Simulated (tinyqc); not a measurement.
One anharmonic mode: perturbation theory, self-consistent phonons and exact levels: one step, computed by the program tinyqc. Command: `OMP_NUM_THREADS=1 python tinyqc.py 3025056 3025057 out.jsonl scp walk`. One thread of a shared host (Intel(R) Xeon(R) Processor @ 2.30GHz), about 0.03 s of CPU time with the checks.

V(x) = k x^2/2 + b x^4 for one coordinate x of mass M. A constant K > 0 gives hbar Omega = sqrt((hbar^2/u) K/M) with K in eV/angstrom^2 and M in u.

Problem. Self-consistent results. Self-consistent phonon, centred at x = 0: K = k + 12 b <x^2>, <x^2> = (hbar Omega/(2K)) coth(hbar Omega/(2 k_B T)). Its free energy is F = k_B T ln[2 sinh(hbar Omega/(2 k_B T))] + (k - K)<x^2>/2 + 3 b <x^2>^2, an upper bound to the exact one.

Inputs (values chosen for the exercise, for a model mode):

| quantity | value | unit |
|---|---|---|
| mode mass M | 105 | u |
| harmonic constant k | 37 | eV/angstrom^2 |
| quartic constant b | 361 | eV/angstrom^4 |
| temperature T | 940 | K |

Shape: single well.

self-consistent K = 44.97827 eV/angstrom^2

Constants: hbar^2/u = 4.18015928e-03 eV angstrom^2; k_B = 8.617333262e-05 eV/K.

Give: self-consistent quantum; self-consistent <x^2>; self-consistent free energy.

Solution.

self-consistent quantum = 42.32 meV

self-consistent <x^2> = 0.001842 angstrom^2

self-consistent free energy = -55.35 meV
